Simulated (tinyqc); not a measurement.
# Changing the Huang-Rhys factor S

Model: non-radiative capture by multiphonon emission, one effective mode. Computed by tinyqc, a small Python program. Command: `OMP_NUM_THREADS=1 python tinyqc.py 3015683 3015684 out.jsonl capture sweep`. One thread of a shared host (Intel(R) Xeon(R) Processor @ 2.30GHz), about 0.04 s of CPU time with the checks.

The initial state (free carrier plus empty centre) lies dE above the final state; both have the same frequency and are displaced by dQ.

Inputs (values chosen for the exercise, with mass, screening and phonons like those of diamond):
```
quantity,value,unit
energy released dE,1.98,eV
phonon energy hbar omega,99.1,meV
electron-phonon coupling W,0.029,eV/(u^(1/2) angstrom)
cell volume V,2400,angstrom^3
degeneracy g,1,-
broadening b,71,meV
carrier mass m,0.577,m_0
dielectric constant eps,5.84,-
temperature T,77,K
defect density N_t,6e+13,cm^-3
```

Centre: repulsive.

Constants: hbar^2/u = 4.18015928e-03 eV angstrom^2; k_B = 8.617333262e-05 eV/K; hbar = 6.582119569e-16 eV s; Ry = 13.605693123 eV; k_B = 1.380649e-23 J/K; m_0 = 9.1093837015e-31 kg.

Method:
- dQ = sqrt(2 S (hbar^2/u)/hbar omega); relaxation energy lambda = S hbar omega; phonons needed P = dE/hbar omega; classical barrier E_b = (dE - lambda)^2/(4 lambda); occupation n = 1/(exp(hbar omega/k_B T) - 1).
- Huang-Rhys weight for a net emission of p phonons: L_p = exp(-S (2n + 1)) ((n + 1)/n)^(p/2) I_p(2 S sqrt(n (n + 1))), I_p the modified Bessel function.
- M_p = sum_m w_m <m_i|Q|(m + p)_f>^2 with Q counted from the final minimum and Boltzmann weights w_m for m = 0..24; <m_i|Q|k_f> = sqrt((hbar^2/u)/(2 hbar omega)) [sqrt(k) <m|k-1> + sqrt(k+1) <m|k+1>], with overlaps of oscillators displaced by d = sqrt(2 S) summed on 1500 points from -16 to 16 + d.
- The delta function is a Gaussian of standard deviation b at dE - p hbar omega.
- C_0 = V (2 pi/hbar) g W^2 sum_p M_p Gaussian_p. The sum runs over the seven p from round(P) - 3 to round(P) + 3; 1 angstrom^3 = 1e-24 cm^3.
- Sommerfeld factor of a repulsive centre: s(k) = 2 pi nu/(exp(2 pi nu) - 1), nu = sqrt(Ry*/E), Ry* = Ry m/eps^2, averaged over (2/sqrt(pi)) sqrt(x) exp(-x) dx with x = E/k_B T = t^2 (trapezoid, t to 6 in steps of 0.01).
- C = s C_0; v = sqrt(3 k_B T/m); sigma = C/v; tau = 1/(C N_t).

One run for each value:
```
Huang-Rhys factor S,capture coefficient C (cm^3/s),classical barrier E_b (eV),dQ (u^(1/2) angstrom)
0.67,5.3504e-34,13.788,0.23775
0.83,1.9167e-32,10.946,0.26461
1.00,4.2723e-31,8.925,0.29045
1.30,3.2931e-29,6.650,0.33117
1.60,9.9246e-28,5.231,0.36740
2.00,3.6797e-26,4.005,0.41076
2.60,2.3591e-24,2.878,0.46834
3.20,5.7965e-23,2.180,0.51958
4.00,1.6043e-21,1.582,0.58090
```

What does the table show, and why?

Over the rows, capture coefficient C (cm^3/s) rises from 5.35e-34 to 1.60e-21 (exponent d ln y / d ln x 17 between the first rows and 15 between the last); classical barrier E_b (eV) falls from 13.8 to 1.58 (exponent d ln y / d ln x -1.1 between the first rows and -1.4 between the last); dQ (u^(1/2) angstrom) rises from 0.238 to 0.581 (exponent d ln y / d ln x about 0.50 throughout). The barrier vanishes where S equals the number of phonons needed, dE/hbar omega = 20.0.

Caution (all rows): the largest term is not the one nearest energy conservation, so C_0 depends strongly on the broadening b. Caution (all rows): the effective Bohr radius is under 10 angstrom, so the effective-mass Sommerfeld factor is rough.

Extremes, crossings and ranges named in words are read from the listed rows.
